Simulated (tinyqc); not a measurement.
Changing the surface recombination velocity S: photoconductance decay in a wafer: bulk and surface recombination modes, and iron detection by pair splitting. Computed by tinyqc, a small Python program. Command: `OMP_NUM_THREADS=1 python tinyqc.py 3112834 3112835 out.jsonl pcd sweep`. One thread of a shared host (Intel(R) Xeon(R) Processor @ 2.30GHz), about 0.04 s of CPU time with the checks.

Both faces of the wafer have the same S; injection is low and all coefficients are constant. x runs from -W/2 to W/2.

Inputs (values chosen for the exercise, modelled on p-type silicon): thickness W = 300 micrometre; diffusivity D = 32.6 cm^2/s; bulk lifetime tau_b without iron = 100 microsecond.

Method:
- h = S W/(2 D). Solve f(b) = b sin b - h cos b = 0 from b = (pi/2) sqrt(h/(h + pi^2/4)), with f'(b) = (1 + h) sin b + b cos b; four steps.
- Even modes cos(a x) obey b tan b = S W/(2 D) with b = a W/2, odd modes sin(a x) obey -b cot b = S W/(2 D); each decays at the rate 1/tau_b + D a^2.
- tau_eff is the decay time of the first mode. The surface time is 1/(D a^2) of that mode; shortcuts for it are W/(2 S), W^2/(pi^2 D) and their sum, whose error is sum/surface time - 1.

One run for each value:
```
surface recombination velocity S (cm/s),tau_eff (microsecond),surface time (microsecond),error of the sum (%),h
3.00e-01,99.80,5.000e+04,9.931e-04,1.380e-04
1.60e+00,98.94,9.377e+03,5.295e-03,7.362e-04
8.40e+00,94.70,1.788e+03,2.774e-02,3.865e-03
4.50e+01,77.05,3.356e+02,1.470e-01,2.071e-02
2.40e+02,39.33,6.482e+01,7.407e-01,1.104e-01
1.30e+03,12.22,1.392e+01,2.994e+00,5.982e-01
6.70e+03,4.58,4.796e+00,5.015e+00,3.083e+00
3.60e+04,3.05,3.144e+00,2.216e+00,1.656e+01
1.90e+05,2.78,2.862e+00,5.101e-01,8.742e+01
1.00e+06,2.73,2.809e+00,1.007e-01,4.601e+02
```

Describe and explain the trends.

Over the rows, tau_eff (microsecond) falls from 99.8 to 2.73 (exponent d ln y / d ln x -0.0051 between the first rows and -0.011 between the last); surface time (microsecond) falls from 50000 to 2.81 (exponent d ln y / d ln x -1.00 between the first rows and -0.011 between the last); error of the sum (%) goes from 9.93e-4 through a maximum among these rows, 5.02 at 6700, to 0.101. At the low end the exponent of surface time is -1.00, close to -1: slow surfaces, W/(2 S). At the high end the exponent of surface time is -0.01, close to 0: fast surfaces, limited by diffusion. The sum of the two shortcuts misses by at most about 5.0 % over these rows.

Extremes, crossings and ranges named in words are read from the listed rows.
